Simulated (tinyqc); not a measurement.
# Worked calculation: MOS inversion layer, Poisson-Schroedinger loop

Numbers from tinyqc (`OMP_NUM_THREADS=1 python tinyqc.py 2160115 2160116 out.jsonl`; about 0.4 s on one thread of a shared Intel Xeon 2.30GHz). Printed values are rounded.

Electrons confined at an insulator interface at z = 0, treated as a hard wall; parabolic valleys, Hartree approximation, no image or exchange terms. The depletion charge lies far deeper than the electrons and gives a uniform field q Nd/(eps0 eps_r); the gate balances all charge. Energies are counted from the band edge at the interface.

Inputs (values chosen for the exercise); masses and permittivity close to those of In0.53Ga0.47As:
```
symbol,value,unit,meaning
T,300,K,temperature
eps_r,13.7,,relative permittivity
mz1,0.0414,m0,mass along z of valley set A (1 valley(s))
md1,0.0412,m0,in-plane density-of-states mass of set A
Ns,1e12,cm^-2,sheet density of electrons
Nd,3e12,cm^-2,sheet density of depletion charge
hz,1,nm,mesh step
a,0.5,,mixing factor
```

Constants: q = 1.602176634e-19 C, kB = 1.380649e-23 J/K, hbar = 1.054571817e-34 J s, m0 = 9.1093837015e-31 kg, Vt = kB T/q, eps0 = 8.8541878128e-14 F/cm where lengths are in cm, hbar^2/(2 m0) = 0.0380998212 eV nm^2. Results are converted to the units shown.

Range of the model: The Fermi level lies over 0.25 eV above the band edge at the interface, where non-parabolicity matters for so light a mass.

## Fixed part of the potential

| node | z (nm) |
|---|---|
| 1 | 1 |
| 2 | 2 |
| 3 | 3 |
| 4 | 4 |
| 5 | 5 |
| 6 | 6 |
| 7 | 7 |
| 8 | 8 |
| 9 | 9 |
| 10 | 10 |
| 11 | 11 |
| 12 | 12 |
| 13 | 13 |
| 14 | 14 |
| 15 | 15 |
| 16 | 16 |
| 17 | 17 |
| 18 | 18 |
| 19 | 19 |

V0 = q Nd z/(eps0 eps_r) in eV.

| node | fixed potential V0 (eV) |
|---|---|
| 1 | 0.039624 |
| 2 | 0.079249 |
| 3 | 0.118873 |
| 4 | 0.158497 |
| 5 | 0.198122 |
| 6 | 0.237746 |
| 7 | 0.277371 |
| 8 | 0.316995 |
| 9 | 0.356619 |
| 10 | 0.396244 |
| 11 | 0.435868 |
| 12 | 0.475492 |
| 13 | 0.515117 |
| 14 | 0.554741 |
| 15 | 0.594366 |
| 16 | 0.633990 |
| 17 | 0.673614 |
| 18 | 0.713239 |
| 19 | 0.752863 |

## Round 1: levels and probability densities

| node | self-consistent potential U at the start (eV) |
|---|---|
| 1 | 0 |
| 2 | 0 |
| 3 | 0 |
| 4 | 0 |
| 5 | 0 |
| 6 | 0 |
| 7 | 0 |
| 8 | 0 |
| 9 | 0 |
| 10 | 0 |
| 11 | 0 |
| 12 | 0 |
| 13 | 0 |
| 14 | 0 |
| 15 | 0 |
| 16 | 0 |
| 17 | 0 |
| 18 | 0 |
| 19 | 0 |

Tridiagonal Hamiltonian with psi = 0 one step beyond both ends: H_ii = C (1/m_(i-1/2) + 1/m_(i+1/2))/hz^2 + V0_i + U_i, H_(i,i+1) = -C/(m_(i+1/2) hz^2), C = hbar^2/(2 m0). The lowest 2 level(s) are kept, normalised to hz sum |psi|^2 = 1. The mass is the same on all intervals.

levels (eV): A1 0.263062, A2 0.458246

| node | \|psi\|^2 of A1 (1/nm) | \|psi\|^2 of A2 (1/nm) |
|---|---|---|
| 1 | 0.040986 | 0.039458 |
| 2 | 0.126555 | 0.094201 |
| 3 | 0.191832 | 0.083409 |
| 4 | 0.203946 | 0.026957 |
| 5 | 0.171321 | 0.000193 |
| 6 | 0.120414 | 0.035372 |
| 7 | 0.073203 | 0.100602 |
| 8 | 0.039330 | 0.147411 |
| 9 | 0.018961 | 0.153487 |
| 10 | 0.008295 | 0.126982 |
| 11 | 0.003322 | 0.088154 |
| 12 | 0.001227 | 0.053015 |
| 13 | 0.000420 | 0.028192 |
| 14 | 0.000134 | 0.013442 |
| 15 | 0.000040 | 0.005796 |
| 16 | 0.000011 | 0.002264 |
| 17 | 0.000003 | 0.000790 |
| 18 | 0.000001 | 0.000232 |
| 19 | 0.000000 | 0.000043 |

## Round 1: Fermi level and occupations

Level k holds N_k = D_k Vt ln(1 + exp((EF - E_k)/Vt)) with D = md1 m0 q/(pi hbar^2) per eV (spin included); EF is fixed by sum N_k = Ns.

EF = 0.318152 eV
N_k (cm^-2): A1 9.98033e11, A2 1.96718e9

## Round 1: density, output potential and mixing

n_i = sum_k N_k |psi_k|^2 (converted to cm^-3). Hartree part by Gauss: on the interval before node i the electrons still beyond are S_i = Ns - hz sum_(j<i) n_j, and U_i = U_(i-1) + q S_i hz/(eps0 eps_r) in eV, U_0 = 0 at the interface. Mixing: U(new) = U + a (U(out) - U).

| node | n (1e18 cm^-3) | U(out) (eV) | U after round 1 (eV) |
|---|---|---|---|
| 1 | 0.40983 | 0.0132081 | 0.0066041 |
| 2 | 1.26491 | 0.0258749 | 0.0129375 |
| 3 | 1.91619 | 0.0368711 | 0.0184355 |
| 4 | 2.03598 | 0.0453362 | 0.0226681 |
| 5 | 1.70985 | 0.0511123 | 0.0255561 |
| 6 | 1.20247 | 0.0546299 | 0.0273150 |
| 7 | 0.73256 | 0.0565594 | 0.0282797 |
| 8 | 0.39543 | 0.0575212 | 0.0287606 |
| 9 | 0.19226 | 0.0579607 | 0.0289804 |
| 10 | 0.08529 | 0.0581464 | 0.0290732 |
| 11 | 0.03489 | 0.0582193 | 0.0291097 |
| 12 | 0.01328 | 0.0582462 | 0.0291231 |
| 13 | 0.00474 | 0.0582555 | 0.0291278 |
| 14 | 0.00160 | 0.0582586 | 0.0291293 |
| 15 | 0.00051 | 0.0582596 | 0.0291298 |
| 16 | 0.00016 | 0.0582598 | 0.0291299 |
| 17 | 0.00004 | 0.0582599 | 0.0291300 |
| 18 | 0.00001 | 0.0582599 | 0.0291300 |
| 19 | 0.00000 | 0.0582599 | 0.0291300 |

## Course of the self-consistent loop

Start from U = 0. Stop when the largest |U(out) - U| is below 1e-7 eV, or after 60 rounds. From round 2 on: Anderson mixing of depth m keeps the last m inputs V and residuals F = V(out) - V(in), fits c by least squares to F = dF c over their successive differences dF, dV, and sets V(new) = V + a F - (dV + a dF) c. Here m = 4.

Course of the iteration:

| round | level A1 (eV) | EF (eV) | largest \|U(out) - U\| (eV) |
|---|---|---|---|
| 1 | 0.263062 | 0.318152 | 0.0583 |
| 2 | 0.284811 | 0.339917 | 0.0279 |
| 3 | 0.305052 | 0.360171 | 4.93e-4 |
| 4 | 0.305393 | 0.360512 | 1.83e-5 |
| 5 | 0.305394 | 0.360513 | 1.84e-6 |
| 6 | 0.305394 | 0.360513 | 3.42e-9 |

Converged in 6 rounds.

## Converged levels, occupations and centroid

| node | converged U (eV) |
|---|---|
| 1 | 0.0132081 |
| 2 | 0.0257899 |
| 3 | 0.0365073 |
| 4 | 0.0445289 |
| 5 | 0.0498255 |
| 6 | 0.0529432 |
| 7 | 0.0545969 |
| 8 | 0.0553952 |
| 9 | 0.0557491 |
| 10 | 0.0558943 |
| 11 | 0.0559498 |
| 12 | 0.0559697 |
| 13 | 0.0559765 |
| 14 | 0.0559787 |
| 15 | 0.0559793 |
| 16 | 0.0559795 |
| 17 | 0.0559796 |
| 18 | 0.0559796 |
| 19 | 0.0559796 |

Solve for the levels with V0 + U, find EF, n_i = sum_k N_k |psi_k|^2 (in cm^-3); share of each level N_k/Ns; centroid sum n z/sum n.

levels (eV): A1 0.305394, A2 0.507387
EF = 0.360513 eV
shares (%): A1 99.8486, A2 0.1514

| node | n (1e18 cm^-3) |
|---|---|
| 1 | 0.47421 |
| 2 | 1.41153 |
| 3 | 2.04107 |
| 4 | 2.06302 |
| 5 | 1.64978 |
| 6 | 1.10836 |
| 7 | 0.64758 |
| 8 | 0.33651 |
| 9 | 0.15802 |
| 10 | 0.06788 |
| 11 | 0.02695 |
| 12 | 0.00998 |
| 13 | 0.00347 |
| 14 | 0.00114 |
| 15 | 0.00036 |
| 16 | 0.00011 |
| 17 | 0.00003 |
| 18 | 0.00001 |
| 19 | 0.00000 |

centroid = 4.23827 nm

An 800-node mesh to 34 nm with 8 levels a set gives A1 = 0.3070 eV, EF = 0.3621 eV and a centroid of 4.282 nm; the levels kept above hold 100 % of the electrons there. The coarse centroid is 1.0 % below the fine one.

## Closed-form estimates

Triangular well: E_k = a_k (C F^2/mz)^(1/3), a_1 = 2.338107, a_2 = 4.087949, C = hbar^2/(2 m0), F in eV/nm. Fang-Howard (all electrons in the lowest level of set A): b^3 = 6 (mz1/C) q (Nd + 11 Ns/32)/(eps0 eps_r), centroid 3/b, level C b^2/(4 mz1) + (3/b) q (Nd + 11 Ns/16)/(eps0 eps_r). Use F = q (Nd + Ns)/(eps0 eps_r), the surface field, and F = q (Nd + Ns/2)/(eps0 eps_r).

A1 with the surface field = 0.320213 eV
A1 with Nd + Ns/2 = 0.292940 eV
A2 with Nd + Ns/2 = 0.512176 eV
b = 0.660340 1/nm
Fang-Howard centroid = 4.54311 nm
Fang-Howard level = 0.321595 eV

Against the self-consistent A1 = 0.3070 eV on a fine mesh, the surface-field estimate is 4.3 % above it, the half-charge one 4.6 % below it and Fang-Howard 4.8 % above it. A1 holds 99.9 % of the electrons, and the Fang-Howard centroid is 6.1 % above the full one.
